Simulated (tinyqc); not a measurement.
Capacitance measurement on a leaky thin oxide: effects of series resistance and leakage: one step of the calculation.

The device is a capacitance C in parallel with a leakage conductance G, in series with Rs and Ls. An impedance meter reports either a parallel pair (Cp, Gp) from Y = 1/Z = Gp + i w Cp or a series pair (Cs, Rm) from Z = Rm + 1/(i w Cs); w = 2 pi f, dissipation D = Gp/(w |Cp|).

Problem. True capacitance and conductance. EOT = 3.9 tox/eox; CET = EOT + zc + zp; C = 3.9 eps0 A/CET; G = Jg A/Vs.

Values chosen for this exercise; values of the order met in thin-oxide MOS capacitors:
- eox = 3.9 (relative permittivity of the gate insulator (close to silicon dioxide))
- tox = 2.2 nm (insulator thickness)
- A = 400 um^2 (gate area)
- zc = 0.49 nm (oxide-equivalent thickness added by the accumulation layer)
- zp = 0 nm (oxide-equivalent thickness added by gate depletion)
- Jg = 0.00013 A/cm^2 (gate leakage current density, not matched to the thickness)
- Vs = 0.31 V (voltage for an e-fold rise of the leakage)

Constants: eps0 = 8.8541878128e-14 F/cm where lengths are in cm. Results are converted to the units shown.

Give: EOT; CET; C; G.

Solution.

EOT = 2.2000 nm
CET = 2.6900 nm
C = 5.1348 pF
G = 0.0016774 uS

Numbers from tinyqc (`OMP_NUM_THREADS=1 python tinyqc.py 2022038 2022039 out.jsonl`; about 0.01 s on one thread of a shared Intel Xeon 2.30GHz).
